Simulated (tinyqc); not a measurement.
Scattering rates of a carrier in a spherical band by Fermi's golden rule: one step, computed by the program tinyqc.

All processes here are isotropic or elastic, and the rate listed is the momentum relaxation rate.

Question. Optical or intervalley phonons. Kane band: hbar^2 k^2/(2 m) = E (1 + alpha E), speed v = hbar k/(m (1 + 2 alpha E)), states per spin, volume and energy g(E) = m k (1 + 2 alpha E)/(2 pi^2 hbar^2); overlap factors are set to 1. Masses are multiplied by m_0 and all formulas are in SI units. Phonon occupation N_q = 1/(exp(hbar w/(k_B T)) - 1). Optical or intervalley deformation potential: 1/tau = (pi Z_f D_o^2/(rho w)) [N_q g(E + hbar w) + (N_q + 1) g(E - hbar w)], with g = 0 below the band edge.

Inputs (values chosen for the exercise, modelled on electrons in diamond):

| quantity | value | unit |
|---|---|---|
| density-of-states mass of one valley m | 0.491 | m_0 |
| non-parabolicity alpha | 0.2 | 1/eV |
| density rho | 3515 | kg/m^3 |
| phonon energy hbar w | 138 | meV |
| optical or intervalley deformation potential D_o | 8.2 | 1e8 eV/cm |
| final valleys Z_f | 5 | - |
| temperature T | 350 | K |
| carrier energy E | 20 | meV |

Crystal: non-polar. Band: Kane. Impurity formula: Brooks-Herring. Further scattering: none.

Constants: e = 1.602176634e-19 C; hbar = 6.582119569e-16 eV s; k_B = 8.617333262e-05 eV/K; m_0 = 9.1093837015e-31 kg; hbar = 1.054571817e-34 J s.

Give: absorption rate; emission rate.

Answer.

absorption rate = 1.202e+11 1/s

emission rate = 0 1/s

E lies below hbar w, so emission is forbidden.
